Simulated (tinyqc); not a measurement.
Worked calculation: thin (001) film in sp3s* tight binding with raised dangling bonds. Values are carried at full precision from step to step, so a last printed digit may differ when a step is redone from the rounded ones.

sp3s* tight binding, nearest neighbours only: anion (a) at 0, cation (c) at a/4 (1,1,1), orbitals s, px, py, pz, s* on each; k in units of 2 pi/a. With phases e_j = exp(i (pi/2) k.n_j) for n = (1,1,1), (1,-1,-1), (-1,1,-1), (-1,-1,1): g0 = (e1+e2+e3+e4)/4, g1 = (e1+e2-e3-e4)/4, g2 = (e1-e2+e3-e4)/4, g3 = (e1-e2-e3+e4)/4. The diagonal holds the levels Esa, Epa, Exa (s*) and Esc, Epc, Exc. Anion-cation block: <sa|sc> = Vss g0; <sa|xc> = Vsapc g1; <xa|sc> = -Vscpa g1; <xa|xc> = Vxx g0; <xa|yc> = <ya|xc> = Vxy g3, <xa|zc> = <za|xc> = Vxy g2, <ya|zc> = <za|yc> = Vxy g1; <s*a|xc> = Vxapc g1; <xa|s*c> = -Vpaxc g1; y and z take g2 and g3 in place of g1; s-s* and s*-s* vanish.

Values chosen for the exercise (out of a larger set: near a published set for Ge, fitted to gaps, whose masses and valley positions are rough; the L valleys, lowest in Ge, lie off zero in-plane momentum and are not seen; not measured data): p = (-5.849, 1.612, -5.849, 1.612, 6.356, 6.356, -6.811, 1.604, 4.893, 5.462, 5.462, 5.231, 5.231) eV (order Esa, Epa, Esc, Epc, Exa, Exc, Vss, Vxx, Vxy, Vsapc, Vscpa, Vxapc, Vpaxc); N = 4 (atomic planes in the small film); dl = 20 eV (shift of the dangling hybrids).

## Bulk edges along [001]

Gap at Gamma and minimum on (0,0,kz), kz from 0.5 to 1, from the bulk Ev. States at zero in-plane momentum come from this line alone.

edges (eV): Gamma 0.9540, Delta 0.7618

kz of the minimum = 0.8068 2 pi/a

## The two blocks of the small film

Planes alternate anion (a), cation (c) along [001], a/4 apart, starting with an anion; zero in-plane momentum; levels counted from the bulk Ev, the lower root of [[Epa, Vxx], [Vxx, Epc]]; no spin-orbit coupling. Block of s, pz, s*: from an anion to the cation above, Vss/2 (s,s), Vsapc/2 (s,z), -Vscpa/2 (z,s), Vxx/2 (z,z), Vxapc/2 (s*,z), -Vpaxc/2 (z,s*); to the cation below the same with the s-z and s*-z signs reversed. Block of u = (px + py)/sqrt2 and v = (px - py)/sqrt2: to the cation above (Vxx + Vxy)/2 for u and (Vxx - Vxy)/2 for v, to the cation below the reverse. Each surface atom has two dangling sp3 hybrids; raising both by dl adds (dl/2) [[1, t], [t, 1]] to its s, pz levels (t = -1 at the bottom face, +1 at the top) and dl to the one of u, v in whose plane the missing bonds lie (v for a bottom anion or a top cation, u for a top anion).

Fill them in.

s, pz, s* block (eV), lower triangle:
```
         sa1     za1    *a1     sc2     zc2    *c2     sa3     za3    *a3     sc4     zc4    *c4
sa1    4.143
za1  -10.000  11.604
*a1        0       0  6.348
sc2   -3.405  -2.731      0  -5.857
zc2    2.731   0.802  2.615       0   1.604
*c2        0  -2.615      0       0       0  6.348
sa3        0       0      0  -3.405  -2.731      0  -5.857
za3        0       0      0   2.731   0.802  2.615       0   1.604
*a3        0       0      0       0  -2.615      0       0       0  6.348
sc4        0       0      0       0       0      0  -3.405  -2.731      0   4.143
zc4        0       0      0       0       0      0   2.731   0.802  2.615  10.000  11.604
*c4        0       0      0       0       0      0       0  -2.615      0       0       0  6.348
```

u, v block (eV), lower triangle:
```
       ua1     va1     uc2    vc2    ua3     va3    uc4     vc4
ua1  1.604
va1      0  21.604
uc2  3.248       0   1.604
vc2      0  -1.645       0  1.604
ua3      0       0  -1.645      0  1.604
va3      0       0       0  3.248      0   1.604
uc4      0       0       0      0  3.248       0  1.604
vc4      0       0       0      0      0  -1.645      0  21.604
```

## Levels of the small film

Diagonalise both blocks.

levels of the s, pz, s* block (eV): -11.649  -8.660  -3.886  1.343  1.440  1.895  6.307  6.310  8.471  8.838  18.930  19.041

levels of the u, v block (eV): -2.569  -1.760  -0.925  4.133  4.693  5.777  21.720  21.764

No level lies between 0 and the bulk edge 0.762 eV; confinement has widened the gap at zero in-plane momentum to 2.268 eV.

## Checks

- Lowest conduction level of 201 planes, with the dangling hybrids shifted far away, against the bulk edge: 0.7623 against 0.7618.

Computed by tinyqc, a small Python program: `OMP_NUM_THREADS=1 python tinyqc.py 1480393 1480394 out.jsonl` (the numbers bound the seed that draws the inputs); one thread of a shared host (Intel(R) Xeon(R) Processor @ 2.30GHz), about 0.4 s for the whole set of steps.
